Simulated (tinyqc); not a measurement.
# MOSFET in saturation, small-signal circuit and noise: several studies

Bias by the inversion coefficient IC = I/Ispec (charge-based model with velocity saturation; weak inversion below 0.1, strong above 10). Common-source circuit: gm, gds, Cgs, Cgd and Cj at the inner nodes, Rg in series with the gate; quasi-static, no source or drain resistance, no gate-body capacitance, no substrate network, no induced gate noise, so fmax is an upper estimate.

Values chosen for this exercise:
```
symbol,value,unit,meaning
T,350,K,temperature
L,130,nm,gate length
W,40,um,total gate width
Cox,1.76,uF/cm^2,gate capacitance
mu,120,cm^2/(V s),mobility
n,1.36,,slope factor
Ls,20,nm,velocity-saturation length
sg,0.038,,ratio gds/gm
Cov,0.36,fF/um,overlap and fringe capacitance per side
Cj,0.35,fF/um,drain junction capacitance
Rsh,15,ohm,sheet resistance of the gate
Wf,1,um,finger width
Rc,100,ohm um,gate contact and vertical resistance
IC,0.12,,inversion coefficient
gw,0.13,,short-channel excess of the noise factor
Nt,1.2e18,cm^-3 eV^-1,oxide trap density
lt,0.1,nm,tunnelling length into the oxide
ac,3000,V s/C,Coulomb scattering coefficient
```

Constants: q = 1.602176634e-19 C, kB = 1.380649e-23 J/K, Vt = kB T/q. Results are converted to the units shown.

Each table varies one quantity; the others keep the values above.

## Effect of the total gate width on speed and noise

Ispec = 2 n mu Cox (W/L) Vt^2, lc = Ls/L, gms = [sqrt((lc IC + 1)^2 + 4 IC) - 1]/[2 + lc (lc IC + 1)], gm = gms Ispec/(n Vt), gds = sg gm. qs = [sqrt(1 + 4 IC) - 1]/2, Cgs = Cox W L qs (2 qs + 3)/(3 (qs + 1)^2) + Cov W, Cgd = Cov W, Cd = Cj W, Rg = Rsh (Wf/L)/(12 Nf) + Rc/W with Nf = W/Wf fingers (not rounded) contacted at both ends. fT = gm/(2 pi (Cgs + Cgd)), fmax = fT/(2 sqrt(Rg (gds + 2 pi fT Cgd))). Channel noise Sid = 4 kB T gam n gm with gam = (1/2 + (2/3) qs)/(1 + qs) + gw lc IC, qs = [sqrt(1 + 4 IC) - 1]/2, lc = Ls/L (the last term an empirical rise with velocity saturation); at the gate, white noise Sw = Sid/gm^2 + 4 kB T Rg. Number fluctuation with correlated mobility: S(f) = K/f, K = q^2 Vt lt Nt/(W L Cox^2) (1 + ac mu Cox I/gm)^2, Vt in eV with Nt per eV. Corner fc = K/Sw. IC is held fixed.

The same in every row: fT (GHz) = 1.790; fmax (GHz) = 40.53; fc (MHz) = 1.884.

Results:
```
W (um)	I (uA)	Rg (ohm)	sqrt(Sw) (nV/Hz^0.5)
2	0.9647	54.81	25.46
9.3	4.486	11.79	11.81
20	9.647	5.481	8.052
43	20.74	2.549	5.492
93	44.86	1.179	3.734
200	96.47	0.5481	2.546
```

Estimate the missing row, W = 4.3 um.

Computed row:
```
W (um)	I (uA)	Rg (ohm)	sqrt(Sw) (nV/Hz^0.5)
4.3	2.074	25.49	17.37
```

With this row back in the table: As W goes from 2 to 200 um, fT stays at 1.79 GHz, fmax stays at 40.5 GHz, the white noise falls from 25.5 to 2.55 nV/Hz^0.5 and the corner stays at 1.88 MHz. Current, gm and capacitances scale with W and Rg with 1/W, so the frequencies stay while both noise powers fall as 1/W. In every row fmax exceeds 4 fT, where channel resistance and substrate losses, left out here, would cap it.

## Effect of the finger width on speed and noise

Same model as above.

Corner fc = K/Sw. IC is held fixed.

The same in every row: I (uA) = 19.29; fT (GHz) = 1.790.

Results:
```
Wf (um)	Rg (ohm)	fmax (GHz)	sqrt(Sw) (nV/Hz^0.5)	fc (MHz)
0.25	2.515	42.31	5.693	1.884
0.5	2.560	41.93	5.694	1.884
1	2.740	40.53	5.694	1.884
2	3.462	36.06	5.695	1.883
8	17.88	15.87	5.719	1.867
```

Estimate the missing row, Wf = 4 um.

Computed row:
```
Wf (um)	Rg (ohm)	fmax (GHz)	sqrt(Sw) (nV/Hz^0.5)	fc (MHz)
4	6.346	26.63	5.700	1.880
```

With this row back in the table: As Wf goes from 0.25 to 8 um, fT stays at 1.79 GHz, fmax falls from 42.3 to 15.9 GHz, the white noise stays near 5.70 nV/Hz^0.5 and the corner falls from 1.88 to 1.87 MHz. The finger width leaves fT alone and acts through Rg, whose sheet part goes as Wf^2. In every row fmax exceeds 4 fT, where channel resistance and substrate losses, left out here, would cap it.

## From weak to strong inversion

Same model as above.

The last column is the figure of merit (gm/I) fT.

From weak to strong inversion:
```
IC	I (uA)	gm/I (1/V)	fT (GHz)	fmax (GHz)	(gm/I) fT (THz/V)
0.01	1.608	24.12	0.2079	13.94	0.005014
0.03	4.824	23.63	0.5785	23.21	0.01367
0.1	16.08	22.19	1.566	37.96	0.03474
0.3	48.24	19.36	3.269	54.25	0.06329
1	160.8	14.66	6.324	74.25	0.09267
3	482.4	10.08	10.93	96.36	0.1102
10	1608	5.930	19.13	126.3	0.1134
30	4824	3.209	29.37	155.7	0.09426
100	1.608e4	1.340	39.59	180.3	0.05307
```

The efficiency gm/I falls from 24.1 to 1.34 1/V while fT rises from 0.208 to 39.6 GHz; fT goes as IC^(0.93) at the start and IC^(0.25) at the end (1/2 for a long channel, 0 at full velocity saturation, which sets in near IC = 1/lc^2 = 42.2). Their product goes from 0.00501 through a maximum of 0.113 (at IC = 10 among the rows listed) to 0.0531 THz/V. In every row fmax exceeds 4 fT, where channel resistance and substrate losses, left out here, would cap it.

Computed by the program tinyqc: `OMP_NUM_THREADS=1 python tinyqc.py 2150102 2150103 out.jsonl`, one thread of a shared Intel Xeon 2.30GHz, about 0.01 s for the whole run.
